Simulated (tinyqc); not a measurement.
# Off-state leakage of single and stacked transistors, step by step

tinyqc, about 0.04 s, one thread, Intel Xeon 2.30GHz (shared host): `OMP_NUM_THREADS=1 python tinyqc.py 2242063 2242064 out.jsonl` Printed values are rounded.

n-channel devices of unit width. Subthreshold current I(Vg, Vs, Vd) = I0 (T/300 K)^0.5 exp[(Vg - Vs - VT(T) - gb (Vs - Vb) + dd (Vd - Vs))/(nf Vt)] (1 - exp(-(Vd - Vs)/Vt)), VT(T) = VT - cT (T - 300 K). Gate-edge tunnelling Ig (Vd/1 V) exp(ag (Vd - 1 V)), for a gate at 0 V, and band-to-band leakage Ab u exp(-Bb/u), u = Vd - Vb + 1 V, flow at a drain held at V; both are taken as independent of T. In a stack of off transistors (all gates at 0 V) the same subthreshold current passes through each.

Values chosen for this exercise; values of the order met in bulk silicon logic transistors:

| symbol | value | unit | meaning |
|---|---|---|---|
| T | 300 | K | temperature |
| V | 1.1 | V | supply voltage |
| VT | 0.5 | V | threshold at 300 K, zero drain and body bias |
| cT | 0.8 | mV/K | fall of the threshold with temperature |
| I0 | 0.54 | uA/um | current at threshold at 300 K |
| nf | 1.28 |  | slope factor |
| dd | 0.08 |  | drain-induced lowering per volt |
| gb | 0.1 |  | rise of the threshold per volt of source-body bias |
| Ig | 0.0002 | uA/um | gate-edge tunnelling current at 1 V |
| ag | 5.7 | 1/V | exponential slope of the gate current |
| Ab | 2 | uA/(um V) | prefactor of band-to-band leakage at the drain |
| Bb | 18 | V | its exponential voltage |
| Vb | 0 | V | body voltage |

Constants: q = 1.602176634e-19 C, kB = 1.380649e-23 J/K, Vt = kB T/q. Results are converted to the units shown.

## Leakage of one transistor

Vg = Vs = 0, Vd = V; effective threshold VT(T) - gb Vb - dd V.

effective threshold = 0.412 V
parts (nA/um): subthreshold 0.00211413, gate edge 0.389019, band-to-band 0.795656
total = 1.18679 nA/um
shares (%): subthreshold 0.178139, gate edge 32.7791, band-to-band 67.0427

The band-to-band part is the largest.

## Starting value

Vx = dd V/(1 + gb + 2 dd), the solution for Vx well above Vt, rounded to three decimals.

Vx at the start = 0.07 V

## Iteration 1: new Vx

Stack of two, Vx the node between them: I_low = I(0, 0, Vx), I_up = I(0, Vx, V), f = ln(I_up/I_low), f' = -(1 + gb + 2 dd)/(nf Vt) - 1/(Vt (exp(Vx/Vt) - 1)) - 1/(Vt (exp((V - Vx)/Vt) - 1)), Vx(new) = Vx - f/f'.

I_low = 1.63571e-4 nA/um
I_up = 1.74203e-4 nA/um
f = 0.0629724
f' = -40.8413 1/V
Vx after iteration 1 = 0.0715419 V

## Iteration 2: new Vx

As before.

I_low = 1.64861e-4 nA/um
I_up = 1.64883e-4 nA/um
f = 1.33134e-4
f' = -40.6705 1/V
Vx after iteration 2 = 0.0715452 V

## Course of the iteration

Stop when the step is below 1e-11 V, or after 40 iterations.

Course of the iteration:
```
iteration	Vx before the step (V)	step (V)
1	0.07	1.54e-3
2	0.0715419	3.27e-6
3	0.0715452	1.41e-11
4	0.0715452	0
```

Converged in 4 iterations. The subthreshold current of the stack is 1.649e-4 nA/um, 12.8 times less than that of one transistor (the drain leakage is unchanged); the estimate exp[dd V (1 + gb + dd)/((1 + gb + 2 dd) nf Vt)] gives 12.1.
